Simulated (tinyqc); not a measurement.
X-ray photoelectron analysis of a thin oxide on a semiconductor: attenuation lengths, thickness, angle series and band offsets: one step, computed by the program tinyqc. Command: `OMP_NUM_THREADS=1 python tinyqc.py 3112598 3112599 out.jsonl xps walk`. One thread of a shared host (Intel(R) Xeon(R) Processor @ 2.30GHz), about 0.01 s of CPU time with the checks.

The same element is seen in the oxide and in the substrate, at nearly the same kinetic energy; films are flat and uniform, and the work function is ignored.

Problem. Peak ratio. R_0 = (rho_o/M_o) L_o/((rho_s/M_s) L_s); peak ratio R = I_ox/I_sub = R_0 [exp(d/(L_o cos theta)) - 1]; hence d = L_o cos theta ln(1 + R/R_0). A carbon layer weakens both peaks alike, by exp(-d_C/(L_o cos theta)) if its L is taken equal to L_o. This R_0 leaves out intrinsic losses from the substrate peak, so calibrated values can be larger.

Inputs (values chosen for the exercise, modelled on SiO2 on silicon): oxide density = 2.25 g/cm^3; oxide formula mass = 60.08 g/mol; substrate density = 2.33 g/cm^3; substrate formula mass = 28.09 g/mol; oxide thickness d = 6.4 nm; emission angle from the normal = 60 degrees; carbon overlayer = 0.36 nm.

L in the oxide = 1.717132 nm

L in the substrate = 1.364142 nm

Give: R_0; d/(L_o cos theta); ratio R; oxide share of the counts; attenuation by carbon; depth 3 L_o cos theta.

Solution.

R_0 = 0.5683

d/(L_o cos theta) = 7.454

ratio R = 981.1

oxide share of the counts = 0.9990

attenuation by carbon = 0.6575

depth 3 L_o cos theta = 2.576 nm

Caution: beyond about 60 degrees elastic scattering and roughness make a single attenuation length unreliable.
